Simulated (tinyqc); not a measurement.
# AlGaN/GaN HEMT with access regions, lumped model: several studies

A polarisation-induced electron sheet under a Schottky gate, in series with two ungated access regions and contacts. Drift law v = mu E/(1 + mu E/vs) under the gate. Currents in mA/mm, resistances in ohm mm. No self-heating, no channel-length modulation; fits for polarisation, barrier and offset are chosen for the exercise.

Inputs (values chosen for the exercise); values close to those of AlGaN/GaN structures: aluminium share of the barrier x = 0.19; barrier thickness d = 18 nm; relative permittivity of barrier and channel eps_r = 9.3; channel mobility mu = 1500 cm^2/(V s); saturation velocity vs = 1.5e7 cm/s; gate length Lg = 0.15 um; source access length Ls = 0.5 um; drain access length Ld = 1.5 um; resistance of each contact Rc = 0.42 ohm mm; share of the drain-access electrons removed by traps ft = 0; gate voltage Vg = 0 V.

Constants: q = 1.602176634e-19 C, eps0 = 8.8541878128e-14 F/cm where lengths are in cm. Results are converted to the units shown.

Each table varies one quantity; the others keep the values above.

## Effect of the share of the drain-access electrons removed by traps

sigma = (5e13 x + 1.6e13 x^2) cm^-2, phiB = 0.84 + 1.3 x, dEc = 0.7 (1.71 x + x^2) in volts, Cb = eps0 eps_r/d, VT = phiB - dEc - q sigma/Cb, access density n0 = -Cb VT/q. Access resistance R(L, n) = L/(q mu n sqrt(1 - (I/(q n vs))^2)); Rs = Rc + R(Ls, n0), Rd = Rc + R(Ld, (1 - ft) n0). Vg' = Vg - I Rs, Vd' = Vd - I (Rs + Rd); with u = Vg' - VT, Vc = vs Lg/mu and w the smaller of Vd' and Vc [sqrt(1 + 2 u/Vc) - 1] (0 if negative), the channel gives (mu Cb/Lg)(u w - w^2/2)/(1 + w/Vc). I equals that channel current. Isat is I at Vd = 10 V, gm = dIsat/dVg, Ron the limit of Vd/I at small Vd.

The same in every row: VT (V) = -2.695; n0 (cm^-2) = 7.695e12.

Results:
```
ft   Ron (ohm mm)  Isat (mA/mm)  gm (mS/mm)
0           2.003         937.9       378.7
0.1         2.093         937.9       378.7
0.2         2.205         937.9       378.7
0.3         2.350         937.9       378.7
0.4         2.543         937.9       378.7
0.5         2.814         910.8       3.992
0.7         3.895         547.8     0.08470
```

Estimate the missing row, ft = 0.6.

Computed row:
```
ft   Ron (ohm mm)  Isat (mA/mm)  gm (mS/mm)
0.6         3.219         729.7      0.3504
```

With this row back in the table: As ft goes from 0 to 0.7, Ron rises from 2.00 to 3.90 ohm mm, Isat falls from 938 to 548 mA/mm and gm falls from 379 to 0.0847 mS/mm. The ceiling Cb vs is 686 mS/mm. In every row the power passes 5 W/mm, where self-heating, left out here, lowers the current. For ft = 0.5 to 0.7 the gated channel is not yet saturated at 10 V, because the access regions take the voltage, and gm drops.

## Effect of the gate length

Same model as above.

The same in every row: VT (V) = -2.695; n0 (cm^-2) = 7.695e12.

Effect of the gate length:
```
Lg (um)  Ron (ohm mm)  Isat (mA/mm)  gm (mS/mm)
0.05            1.948          1045       392.8
0.09            1.970         993.9       386.9
0.16            2.008         929.9       377.4
0.29            2.078         847.5       362.1
0.52            2.203         749.7       339.9
0.93            2.424         637.6       309.1
1.7             2.841         511.2       267.5
3               3.544         391.9       220.8
```

What does the table show?

As Lg goes from 0.05 to 3 um, Ron rises from 1.95 to 3.54 ohm mm, Isat falls from 1050 to 392 mA/mm and gm falls from 393 to 221 mS/mm. The ceiling Cb vs is 686 mS/mm. For Lg = 0.05 to 1.7 um the power passes 5 W/mm, where self-heating, left out here, lowers the current.

## Effect of the source access length

Same model as above.

The same in every row: VT (V) = -2.695; n0 (cm^-2) = 7.695e12.

Result of one run:
```
Ls (um)  Ron (ohm mm)  Isat (mA/mm)  gm (mS/mm)
1               2.273         840.8       333.0
```

What becomes of these results when the source access length Ls is changed from 1 to 2.5 um, all else the same?

Result of the changed run:
```
Ls (um)  Ron (ohm mm)  Isat (mA/mm)  gm (mS/mm)
2.5             3.084         650.8       254.1
```

The whole series:
```
Ls (um)  Ron (ohm mm)  Isat (mA/mm)  gm (mS/mm)
0.1             1.786          1040       435.3
0.3             1.894         985.4       403.5
0.6             2.057         916.2       368.0
1               2.273         840.8       333.0
1.5             2.543         764.8       300.3
2.5             3.084         650.8       254.1
4               3.895         534.7       208.6
```

As Ls goes from 0.1 to 4 um, Ron rises from 1.79 to 3.90 ohm mm, Isat falls from 1040 to 535 mA/mm and gm falls from 435 to 209 mS/mm. The ceiling Cb vs is 686 mS/mm. In every row the power passes 5 W/mm, where self-heating, left out here, lowers the current.

Numbers from tinyqc (`OMP_NUM_THREADS=1 python tinyqc.py 2570174 2570175 out.jsonl`; about 0.04 s on one thread of a shared Intel Xeon 2.30GHz).
